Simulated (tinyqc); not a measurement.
In-plane mass from two subband densities.

Inverse problem. At zero temperature each occupied subband holds N_k = D (EF - E_k), D = md m0 q/(pi hbar^2) per eV. Two subbands are occupied. Find md, EF - E1 and EF - E2.

Constants: q = 1.602176634e-19 C, hbar = 1.054571817e-34 J s, m0 = 9.1093837015e-31 kg. Results are converted to the units shown.

N1, N2 (cm^-2): 7.9271968e11  3.6e11
E2 - E1 = 18.8 meV

Answer. N1 - N2 = D (E2 - E1) gives D and so md; each N_k/D is a distance to EF.

md = 0.0551 m0
EF - E1 = 34.4 meV
EF - E2 = 15.6 meV

Numbers from tinyqc (`OMP_NUM_THREADS=1 python tinyqc.py 2140015 2140016 out.jsonl`; about 0.7 s on one thread of a shared Intel Xeon 2.30GHz).
